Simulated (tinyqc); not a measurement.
Alloy A(1-x)B(x) by interpolation with bowing, step by step. Values are carried at full precision from step to step, so a last printed digit may differ when a step is redone from the rounded ones.

Each gap follows E(x) = (1 - x) E_A + x E_B - C x (1 - x); the lattice constant follows Vegard, a(x) = (1 - x) a_A + x a_B.

Constants: hc = 1239.841984 eV nm; kB = 8.617333262e-05 eV/K.

Parameters, chosen for this exercise (A near GaAs, B near GaSb; not measured data): a = (5.651, 6.09) angstrom (lattice constant of A, B); x = 0.09 (fraction of B); Eg = (1.524, 0.804) eV (gap at Gamma to the s-like level of A, B); EgX = (1.984, 1.155) eV (gap to the lowest valley along Gamma-X of A, B); EgL = (1.796, 0.874) eV (gap to L of A, B); C = (1.429, 1.313, 1.357) eV (bowing of the Gamma, X and L gaps); Dso = (0.34, 0.762) eV (spin-orbit splitting of A, B); Ep = (25.8, 26.9) eV (Kane energy of A, B); me = (0.0679, 0.039) m0 (electron mass at Gamma of A, B); Cs = 0.71 eV (bowing of Dso); md = (0.0596, 0.72, 0.67) m0 (density-of-states masses of Gamma, all X and all L valleys); T = 300 K (temperature).

## Gaps and lattice constant at x

Also give the wavelength hc/E of the lowest gap.

a(x) = 5.6905 angstrom

linear parts (eV): Gamma 1.4592, X 1.9094, L 1.7130

bowing terms C x (1 - x) (eV): Gamma 0.1170, X 0.1075, L 0.1111

gaps (eV): Gamma 1.3422, X 1.8019, L 1.6019

wavelength of the lowest gap = 923.8 nm

The lowest valley is Gamma, so the gap is direct; the next, L, lies 260 meV higher.

## Where the valleys cross

The difference of two gaps is a quadratic q2 x^2 + q1 x + q0 with q2 = C_i - C_j, q1 = (E_B - E_A - C)_i - (E_B - E_A - C)_j, q0 = E_A,i - E_A,j; give its roots between 0 and 1 (a dash: none).

Crossings:

| pair | q2 | q1 | q0 | first root | second root |
|---|---|---|---|---|---|
| Gamma-X | 0.116 | -0.007 | -0.460 | - | - |
| Gamma-L | 0.072 | 0.130 | -0.272 | - | - |
| X-L | -0.044 | 0.137 | 0.188 | - | - |

The lowest valley is Gamma at every x.

## Electron mass of the alloy

Mass at Gamma from the Kane formula 1/m = F + Ep (Eg + 2 Dso/3)/(Eg (Eg + Dso)). F is fixed by the masses of A and B and interpolated linearly, as is Ep; Eg and Dso carry their bowing.

Compare with the linear interpolation of the masses.

F of A, B: -1.1723  -2.3900

Ep, Eg, Dso at x (eV): 25.8990  1.3422  0.3198

m(x) from the Kane formula = 0.0596 m0
m(x) linear = 0.0653 m0

The Kane value lies 8.7 % below the linear one.

## Shares of the electrons in the valleys

Non-degenerate: n_i proportional to md_i^(3/2) exp(-E_i/kT).

md^(3/2): Gamma 0.0146, X 0.6109, L 0.5484

(E - E_min)/kT: Gamma 0.00, X 17.78, L 10.05

shares: Gamma 0.998, X 0.000, L 0.002

Gamma holds most electrons (99.8 %).

(tinyqc, `OMP_NUM_THREADS=1 python tinyqc.py 1080887 1080888 out.jsonl`, Intel(R) Xeon(R) Processor @ 2.30GHz, 1 thread, shared host, about 0.01 s.)
